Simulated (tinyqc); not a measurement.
## Permittivity and interface capacitance from two thicknesses

Question. 1/C = t/(eps0 ek) + 2/ci for planar capacitors that differ only in thickness. Find ek, ci and the EOT of the interfaces, 2 x 3.9 eps0/ci.

Constants: eps0 = 8.8541878128e-14 F/cm where lengths are in cm. Results are converted to the units shown.

C at t = 9.6 and 29 nm (uF/cm^2): [7.8348227, 2.6210717]

Answer. 1/C is a straight line in t: the slope gives ek and the intercept 2/ci. A single thickness would give only the effective permittivity; when the interfaces are a small part of 1/C, ci needs very accurate data.

ek = 86.3
ci = 1.00e3 uF/cm^2
EOT of the interfaces = 0.00691 nm

Numbers from tinyqc (`OMP_NUM_THREADS=1 python tinyqc.py 2102205 2102206 out.jsonl`; about 0.01 s on one thread of a shared Intel Xeon 2.30GHz).
